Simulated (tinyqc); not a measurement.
A transmission-line measurement read back: specific resistance of a metal-semiconductor contact and its transmission-line measurement. Computed by tinyqc, a small Python program. Command: `OMP_NUM_THREADS=1 python tinyqc.py 3004768 3004769 out.jsonl contact walk`. One thread of a shared host (Intel(R) Xeon(R) Processor @ 2.30GHz), about 0.01 s of CPU time with the checks.

The barrier is parabolic (depletion approximation), energies E are normal energies counted from the band edge in the neutral semiconductor (downwards for holes), and the bias is zero. xi is an input, held fixed when other inputs move.

Inputs (values chosen for the exercise, modelled on n-type GaN): tunnelling mass m = 0.21 m_0; permittivity eps = 9.7; Richardson constant A* = 25.2 A/(cm^2 K^2); barrier height phi_B = 0.82 eV; doping N = 7.4e+19 1/cm^3; Fermi level above the band edge in the bulk, xi = 0.29 eV; temperature T = 300 K; sheet resistance R_sh = 440 ohm; contact length d = 0.71 micrometre; contact width W = 0.73 micrometre.

Image-force lowering: left out.

Constants: hbar = 1.054571817e-34 J s; eps_0 = 8.8541878128e-12 F/m; m_0 = 9.1093837015e-31 kg; k_B = 8.617333262e-05 eV/K; e = 1.602176634e-19 C.

Method:
- E_00 = (e hbar/2) sqrt(N/(eps eps_0 m)); band bending E_b = phi_B + xi; depletion width w = sqrt(2 eps eps_0 E_b/(e^2 N)).
- WKB transmission for E < E_b, with a = E/E_b: D = exp{-(E_b/E_00) [sqrt(1 - a) - a ln((1 + sqrt(1 - a))/sqrt(a))]}; D = 1 above.
- At zero bias 1/rho_c = (e A*/k_B^2) int D(E) f(E) dE, f = 1/(1 + exp((E - xi)/k_B T)); 200 Gauss-Legendre points from 0 to E_b, and k_B T ln(1 + exp((xi - E_b)/k_B T)) for the part above the barrier; the share of tunnelling is the part below.
- Transmission-line model: transfer length L_T = sqrt(rho_c/R_sh); R_c = (R_sh L_T/W) coth(d/L_T). Limits: rho_c/(W d) for d << L_T, sqrt(rho_c R_sh)/W for d >> L_T.
- Transmission-line model: transfer length L_T = sqrt(rho_c/R_sh); R_c = (R_sh L_T/W) coth(d/L_T). Two contacts a gap s apart give R = 2 R_c + R_sh s/W. A straight-line fit gives R_sh from the slope and R_c from the intercept; the simple reading takes L_x = R_c W/R_sh as the transfer length and rho_c = R_sh L_x^2.

R_c W = 167.299 ohm micrometre

contact resistance R_c = 229.177 ohm

specific contact resistance rho_c = 5.86176e-07 ohm cm^2

Resistances:
```
gap s (micrometre)  R (ohm)
0.38                  687.4
0.76                  916.4
1.50                 1362.5
3.00                 2266.6
6.10                 4135.1
```

L_x = 0.38023 micrometre

rho_c by the simple reading = 6.3611e-07 ohm cm^2

simple reading over true value = 1.0852

What does the comparison show, and why?

The simple reading is 1.09 times too high, the factor coth^2(d/L_T): it holds only for d above about 2 L_T.
